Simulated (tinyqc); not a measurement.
# Resistance of a circular point contact between the ballistic and the diffusive limit: effects of single changes

Two half-spaces of a free-electron metal (one valley, spin 2) meet through a circular opening of radius a in an insulating sheet.

Values chosen for this exercise: free-electron density n = 1.1e21 cm^-3; mean free path l = 7.8 nm; radius of the opening a = 1.5 nm.

Constants: q = 1.602176634e-19 C, hbar = 1.054571817e-34 J s. Results are converted to the units shown.

Each table varies one quantity; the others keep the values above.

## Effect of the radius

kF = (3 pi^2 n)^(1/3), resistivity rho = hbar kF/(n q^2 l). Maxwell: RM = rho/(2 a); Sharvin: RS = 4 rho l/(3 pi a^2); interpolation R = RS + gamma RM, gamma = (1 + 0.83 K)/(1 + 1.33 K), K = l/a.

Effect of the radius:
```
a (nm)  K = l/a  RM (ohm)  RS (ohm)  R (ohm)
1.3       6.000     588.1      2995     3387
2.2       3.545     347.5      1046     1286
3.9       2.000     196.0     332.8    475.3
6.9       1.130     110.8     106.3    192.1
12       0.6500     63.71     35.15    87.76
21       0.3714     36.41     11.48    43.36
38       0.2053     20.12     3.506    22.00
66       0.1182     11.58     1.162    12.15
120     0.06500     6.371    0.3515    6.532
200     0.03900     3.823    0.1266    3.878
```

R falls from 3390 to 3.88 ohm, as a^(-1.84) between the first two rows and a^(-1.02) between the last two (Sharvin -2, Maxwell -1). RM equals RS at a = 8 l/(3 pi) = 6.62 nm. In 2 of the 10 rows kF a is below 10, where the smooth Sharvin count is off by about 2/(kF a), a fifth or more.

## Effect of the mean free path

Same model as above.

The same in every row: RS (ohm) = 2250.

Effect of the mean free path:
```
l (nm)  K = l/a  RM (ohm)  R (ohm)
0.093   0.06200   4.275e4  4.377e4
0.25     0.1667   1.590e4  1.707e4
0.68     0.4533      5847     7270
1.8       1.200      2209     3948
5         3.333     795.1     2801
13        8.667     305.8     2450
36        24.00     110.4     2320
```

Read the table: what changes, and by how much?

R falls from 43800 to 2320 ohm. RS stays at 2250 ohm, since rho l depends on n alone, and R is 3.1 % above it in the last row: a cleaner metal cannot lower R below the Sharvin value. In every row kF a is below 10, where the smooth Sharvin count is off by about 2/(kF a), a fifth or more.

Computed by the program tinyqc: `OMP_NUM_THREADS=1 python tinyqc.py 2760018 2760019 out.jsonl`, one thread of a shared Intel Xeon 2.30GHz, about 0.01 s for the whole run.
